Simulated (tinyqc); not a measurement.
# Illuminated p-n diode, drift-diffusion by the Gummel loop with Scharfetter-Gummel fluxes: effects of single changes

Abrupt junction at x = 0, p side from -Lp, n side to Ln, ohmic contacts. psi is counted from the intrinsic level; n = ni exp((psi - phin)/Vt), p = ni exp((phip - psi)/Vt). Contacts: p side psi = V - Vt ln(Na/ni), p = Na, n = ni^2/Na; n side psi = Vt ln(Nd/ni), n = Nd, p = ni^2/Nd. Constant mobilities, D = mu Vt, Boltzmann statistics, SRH recombination through a mid-gap level, U = (n p - ni^2)/(tp (n + ni) + tn (p + ni)). Current is positive from the p contact to the n contact.

Inputs (values chosen for the exercise); band and dielectric values close to those of silicon:
- T = 300 K (temperature)
- Eg = 1.11 eV (band gap)
- eps_r = 11.9 (relative permittivity)
- Nc = 2.8e19 cm^-3 (conduction-band density of states at T)
- Nv = 2.62e19 cm^-3 (valence-band density of states at T)
- Na = 1.9e17 cm^-3 (acceptor density of the p side)
- Nd = 2e17 cm^-3 (donor density of the n side)
- mun = 580 cm^2/(V s) (electron mobility)
- mup = 230 cm^2/(V s) (hole mobility)
- tn = 2e-7 s (SRH lifetime of electrons)
- tp = 9e-8 s (SRH lifetime of holes)
- Lp = 0.79 um (length of the p side)
- Ln = 7.2 um (length of the n side)
- G = 5e21 cm^-3 s^-1 (uniform generation rate)

Constants: q = 1.602176634e-19 C, kB = 1.380649e-23 J/K, Vt = kB T/q, eps0 = 8.8541878128e-14 F/cm where lengths are in cm. Results are converted to the units shown.

Each table varies one quantity; the others keep the values above.

## Current against voltage in the dark

ni = sqrt(Nc Nv) exp(-Eg/(2 Vt)), Eg in volts. Poisson and both continuity equations are solved self-consistently with Scharfetter-Gummel fluxes on a graded mesh of 500 nodes. J_scr is q times the integral of U between -xp and xn. Ideal diffusion current J_id = q ni^2 [Dn coth(wp/Le)/(Le Na) + Dp coth(wn/Lh)/(Lh Nd)] (exp(V/Vt) - 1), Le = sqrt(Dn tn), Lh = sqrt(Dp tp), wp = Lp - xp, wn = Ln - xn, with xp and xn from the depletion approximation (W = sqrt(2 eps0 eps_r (Vbi - V)(1/Na + 1/Nd)/q), xp = W Nd/(Na + Nd), xn = W Na/(Na + Nd), Vbi = Vt ln(Na Nd/ni^2)). Ideality factor = 0.004 V/(Vt ln[J(V + 0.004 V)/J(V)]). Here G = 0.

In this table G = 0 cm^-3 s^-1.

Current against voltage in the dark:
```
V (V)	J (A/cm^2)	ideality factor	J_scr/J (%)	J_id (A/cm^2)	share recombining at the contacts (%)	larger minority/doping at -xp and xn
0.17	1.47e-7	1.65	85.5	2.13e-8	14.2	5.37e-12
0.24	8.47e-7	1.41	62.5	3.18e-7	36.8	8.00e-11
0.31	6.97e-6	1.17	32.0	4.75e-6	66.9	1.19e-9
0.38	8.03e-5	1.06	11.8	7.10e-5	86.7	1.78e-8
0.45	0.00110	1.02	3.75	0.00106	94.5	2.63e-7
0.52	0.0160	1.01	1.16	0.0158	97.1	3.90e-6
0.6	0.347	1.00	0.317	0.348	97.9	8.44e-5
0.67	5.13	1.01	0.108	5.18	98.1	0.00122
0.74	69.2	1.11	0.0385	77.2	98.1	0.0157
```

J rises from 1.47e-7 to 69.2 A/cm^2; the ideality factor goes from 1.65 through a minimum of 1.00 (at V = 0.6 V among the rows listed) to 1.11. Recombination in the depleted layer carries over half of the current up to V = 0.24 V, where the factor is 1.41; it grows roughly as exp(V/2 Vt), so diffusion overtakes it. Where the factor is lowest (V = 0.6 V), J is 0.14 % below the ideal diffusion current.

## Solar-cell figures against the acceptor density of the p side

Jsc = -J(0), collected share Jsc/(q G (Lp + Ln)), estimate q G [W + Le tanh(wp/2 Le) + Lh tanh(wn/2 Lh)] at V = 0 with Le = sqrt(Dn tn), Lh = sqrt(Dp tp), W, wp = Lp - xp and wn = Ln - xn from the depletion approximation; J(Voc) = 0; Vmp maximises -J V; FF = Pmax/(Jsc Voc).

Result of one run:
```
Na (cm^-3)	Jsc (mA/cm^2)	collected share (%)	estimate of Jsc (mA/cm^2)	Voc (V)	Vmp (V)	FF	Pmax (mW/cm^2)
3.8e17	303	47.3	303	0.613	0.533	0.825	153
```

What becomes of these results when the acceptor density of the p side Na is changed from 3.8e17 to 7.5e17 cm^-3, all else the same?

Result of the changed run:
```
Na (cm^-3)	Jsc (mA/cm^2)	collected share (%)	estimate of Jsc (mA/cm^2)	Voc (V)	Vmp (V)	FF	Pmax (mW/cm^2)
7.5e17	303	47.3	303	0.629	0.548	0.828	158
```

The whole series:
```
Na (cm^-3)	Jsc (mA/cm^2)	collected share (%)	estimate of Jsc (mA/cm^2)	Voc (V)	Vmp (V)	FF	Pmax (mW/cm^2)
1.9e17	303	47.4	304	0.596	0.517	0.821	149
3.8e17	303	47.3	303	0.613	0.533	0.825	153
7.5e17	303	47.3	303	0.629	0.548	0.828	158
1.5e18	303	47.3	303	0.642	0.561	0.831	161
3e18	303	47.3	303	0.654	0.572	0.832	165
```

As Na rises from 1.9e17 to 3e18, the collected share stays near 47.3 %, Voc rises from 0.596 to 0.654 V and FF rises from 0.821 to 0.832. The estimate of Jsc is within 0.042 % in all rows.

Program tinyqc, `OMP_NUM_THREADS=1 python tinyqc.py 2240080 2240081 out.jsonl`; Intel Xeon 2.30GHz, shared host, one thread, about 0.7 s.
